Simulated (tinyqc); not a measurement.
# MOS capacitor on a p-type substrate, surface potential from the exact charge relation, step by step

Computed by the program tinyqc: `OMP_NUM_THREADS=1 python tinyqc.py 2060089 2060090 out.jsonl`, one thread of a shared Intel Xeon 2.30GHz, about 0.01 s for the whole run. Printed values are rounded.

Uniform p-type substrate, Boltzmann statistics, full ionisation, classical densities. psi is the surface potential against the body (positive when the bands bend down) and u = psi/Vt. Traps are spread evenly over the gap and neutral at flat band, so their charge is -q Dit psi; the minority quasi-Fermi level is shifted by Vb.

Inputs (values chosen for the exercise); band and dielectric values close to those of 4H silicon carbide:
- T = 300 K (temperature)
- Eg = 3.28 eV (band gap)
- eps_r = 9.85 (relative permittivity)
- Nc = 1.71e19 cm^-3 (conduction-band density of states at T)
- Nv = 2.47e19 cm^-3 (valence-band density of states at T)
- chi = 3.61 eV (electron affinity)
- N = 1.1e16 cm^-3 (acceptor density of the substrate)
- eox = 3.9 (relative permittivity of the gate insulator (close to silicon dioxide))
- tox = 1.9 nm (insulator thickness)
- phiM = 3.65 eV (gate work function)
- Nf = 0 cm^-2 (fixed charge at the interface, in units of q)
- Dit = 0 cm^-2 eV^-1 (density of interface traps)
- Vb = 0 V (reverse bias of the inversion layer against the body)
- Vg = -1.06 V (gate voltage against the body)

Constants: q = 1.602176634e-19 C, kB = 1.380649e-23 J/K, Vt = kB T/q, eps0 = 8.8541878128e-14 F/cm where lengths are in cm. Results are converted to the units shown.

## Flat band, threshold and scales

ni = sqrt(Nc Nv) exp(-Eg/(2 Vt)), Eg in volts; phiF = Vt ln(N/ni); Cox = eps0 eox/tox; Vfb = phiM - chi - (Eg - Vt ln(Nv/N)) - q Nf/Cox; Q0 = sqrt(2 eps0 eps_r q N Vt); r = (ni/N)^2 exp(-Vb/Vt); VT = Vfb + [(2 phiF + Vb)(1 + q Dit/Cox) + sqrt(2 eps0 eps_r q N (2 phiF + Vb))/Cox].

ni = 5.78175e-9 cm^-3
phiF = 1.44526 V
Cox = 1.81744 uF/cm^2
Vfb = -3.04051 V
Q0 = 8.91469 nC/cm^2
r = 2.76269e-49
VT = -0.0981182 V

## Starting value

psi = Vg - Vfb, limited to the range from -4 Vt to +(2 phiF + Vb + 4 Vt).

psi at the start = 1.98051 V

## Iteration 1: Newton step for the surface potential

u = psi/Vt; F^2 = exp(-u) + u - 1 + r (exp(u) - u - 1); Qs = -sign(u) Q0 F; Cs = -dQs/dpsi = (Q0/Vt) |1 - exp(-u) + r (exp(u) - 1)|/(2 F). f = Vfb + psi + (q Dit psi - Qs)/Cox - Vg, f' = 1 + (Cs + q Dit)/Cox, psi(new) = psi - f/f'.

u = 76.6095
F = 8.69537
Qs = -77.5165 nC/cm^2
Cs = 0.0198287 uF/cm^2
f = 0.0426515 V
f' = 1.01091
psi after iteration 1 = 1.93832 V

## Iteration 2: Newton step for the surface potential

As before.

u = 74.9775
F = 8.60102
Qs = -76.6754 nC/cm^2
Cs = 0.0200462 uF/cm^2
f = -2.51115e-6 V
f' = 1.01103
psi after iteration 2 = 1.93832 V

## Course of the Newton iteration

Stop when the step is below 1e-10 V, or after 60 iterations.

Course of the iteration:
```
iteration	psi before the step (V)	f (V)	step (V)
1	1.98051	0.0427	-0.0422
2	1.93832	-2.51e-6	2.48e-6
3	1.93832	-8.66e-15	8.66e-15
```

Converged in 3 iterations.

## Charges, field and capacitances at the solution

converged psi = 1.93832 V

u = psi/Vt; F^2 = exp(-u) + u - 1 + r (exp(u) - u - 1); Qs = -sign(u) Q0 F; Cs = -dQs/dpsi = (Q0/Vt) |1 - exp(-u) + r (exp(u) - 1)|/(2 F). Low frequency: 1/C_LF = 1/Cox + 1/(Cs + q Dit). High frequency, in the simple estimate in which traps and minority carriers do not follow: 1/C_HF = 1/Cox + 1/Cd, Cd being Cs with r = 0 at the same psi. Minority sheet density N_inv = (Q0/(2 q)) int_0^u r (exp(t) - 1)/F(t) dt for u > 0. Oxide field |Qs - q Dit psi + q Nf|/(eps0 eox).

Qs = -76.6754 nC/cm^2
N_inv = 3.28458e-7 cm^-2
oxide field = 0.222046 MV/cm
Cs = 0.0200462 uF/cm^2
C_LF/Cox = 0.0109096
C_HF/Cox = 0.0109096

The surface is in weak inversion (borders at |psi| = 0, phiF + Vb and 2 phiF + Vb = 2.89 V).
